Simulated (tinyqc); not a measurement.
Metal-induced gap states at the contact of a metal chain and a two-band chain: one step. Decay in the gap. Four cases, with inputs chosen for the exercise.

Problem. Form cosh(q a), l = exp(-q a), q and the decay length 1/(2q) of the density.

The semiconductor alternates sites A at -Eg/2 and C at +Eg/2 with hopping -t; the gap runs from -Eg/2 to Eg/2. In the gap cosh(q a) = 1 + (Eg^2/4 - E^2)/(2 t^2) and the amplitude changes by -exp(-q a) a period. The metal has site energy 0 and hopping -tm; its end site has g_m = (E - i sqrt(4 tm^2 - E^2))/(2 tm^2). Sites 1, 2, ... count into the semiconductor, with energies e1, e2 alternating. The clean half chain has g1 = 1/(E - e1 - t^2 g2), g2 = 1/(E - e2 - t^2 g1), decaying root. With the contact G11 = 1/(1/g1 - tc^2 g_m), and the density on site j is -Im G_jj/pi = |psi_j/psi_1|^2 (-Im G11/pi), per spin, with psi_2/psi_1 = -t g2, psi_3/psi_2 = -t g1.

Case 1.

Values chosen (gap and optical dielectric constant near those of Si; the chain itself is a model; shifted at random, so the results belong to these values and not to a real crystal): Eg = 1.09 eV (gap); t = 3.04 eV (hopping in the semiconductor); a = 3.84 angstrom (period (two sites); one chain for each area a^2); E = -0.32 eV (energy from mid-gap).

Case 2.

Values chosen (gap and optical dielectric constant near those of Ge; the chain itself is a model; shifted at random, so the results belong to these values and not to a real crystal): Eg = 0.65 eV (gap); t = 3.11 eV (hopping in the semiconductor); a = 4 angstrom (period (two sites); one chain for each area a^2); E = -0.24 eV (energy from mid-gap).

Case 3.

Values chosen (gap and optical dielectric constant near those of GaN; the chain itself is a model; shifted at random, so the results belong to these values and not to a real crystal): Eg = 3.45 eV (gap); t = 2.41 eV (hopping in the semiconductor); a = 3.19 angstrom (period (two sites); one chain for each area a^2); E = -0.28 eV (energy from mid-gap).

Case 4.

Values chosen (gap and optical dielectric constant near those of Si; the chain itself is a model; shifted at random, so the results belong to these values and not to a real crystal): Eg = 1.19 eV (gap); t = 2.65 eV (hopping in the semiconductor); a = 3.84 angstrom (period (two sites); one chain for each area a^2); E = -0.45 eV (energy from mid-gap).

Give: cosh(q a); l; q; xi, the decay length of the density.

Solution.

Case 1.

cosh(q a) = 1.01053
l = 0.86503
q = 0.03776 1/angstrom
xi, the decay length of the density = 13.242 angstrom

Case 2.

cosh(q a) = 1.00248
l = 0.93197
q = 0.01761 1/angstrom
xi, the decay length of the density = 28.389 angstrom

Case 3.

cosh(q a) = 1.24941
l = 0.50039
q = 0.21704 1/angstrom
xi, the decay length of the density = 2.304 angstrom

Case 4.

cosh(q a) = 1.01079
l = 0.86350
q = 0.03822 1/angstrom
xi, the decay length of the density = 13.083 angstrom

Computed by tinyqc, one run a case: `OMP_NUM_THREADS=1 python tinyqc.py N N+1 out.jsonl` with N = 1481519, 1481798, 1481816, 1481832; one thread of a shared Intel(R) Xeon(R) Processor @ 2.30GHz, about 0.01 s a run at most.
